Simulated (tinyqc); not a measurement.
What each change does: thin (001) film in sp3s* tight binding with raised dangling bonds.

Planes alternate anion (a), cation (c) along [001], a/4 apart, starting with an anion; zero in-plane momentum; levels counted from the bulk Ev, the lower root of [[Epa, Vxx], [Vxx, Epc]]; no spin-orbit coupling. Block of s, pz, s*: from an anion to the cation above, Vss/2 (s,s), Vsapc/2 (s,z), -Vscpa/2 (z,s), Vxx/2 (z,z), Vxapc/2 (s*,z), -Vpaxc/2 (z,s*); to the cation below the same with the s-z and s*-z signs reversed. Block of u = (px + py)/sqrt2 and v = (px - py)/sqrt2: to the cation above (Vxx + Vxy)/2 for u and (Vxx - Vxy)/2 for v, to the cation below the reverse. Each surface atom has two dangling sp3 hybrids; raising both by dl adds (dl/2) [[1, t], [t, 1]] to its s, pz levels (t = -1 at the bottom face, +1 at the top) and dl to the one of u, v in whose plane the missing bonds lie (v for a bottom anion or a top cation, u for a top anion).

Parameters, chosen for this exercise (out of a larger set: near a published set for Si, fitted to gaps, whose masses and valley positions are rough; not measured data):
- p = (-4.202, 1.715, -4.202, 1.715, 6.666, 6.666, -8.33, 1.722, 4.573, 5.753, 5.753, 5.395, 5.395) eV (order Esa, Epa, Esc, Epc, Exa, Exc, Vss, Vxx, Vxy, Vsapc, Vscpa, Vxapc, Vpaxc)
- Nw = 22 (planes in the thicker film)
- dp = 30 eV (value of dl for the passivated films)

edges (eV): Gamma 3.44400, Delta 1.16713

A film of Nw planes with shift dp: highest level below mid-gap (half the lower bulk edge) and the two lowest above.

One parameter was then changed.

Results before and after:
```
case     Ev1 (eV)  Ec1 (eV)  Ec2 (eV)
base      -0.0765    1.2167    1.2223
changed   -0.0774    1.2136    1.2167
```

Which of these changes was made? (a) dp = 15 eV; (b) Nw = 23.
Answer: (b) Nw = 23. Of the candidates, run in turn, only this one gives the changed row.

All candidates:
```
case        Ev1 (eV)  Ec1 (eV)  Ec2 (eV)
base         -0.0765    1.2167    1.2223
Nw = 23      -0.0774    1.2136    1.2167
dp = 15 eV   -0.0765    1.2165    1.2220
```

An odd change of Nw also changes which atoms end the film, so levels need not move as thickness alone would move them; the row for dp shows how far the passivation is from converged.

Program tinyqc; command `OMP_NUM_THREADS=1 python tinyqc.py 1451135 1451136 out.jsonl`; about 0.3 s on one thread of a shared Intel(R) Xeon(R) Processor @ 2.30GHz.
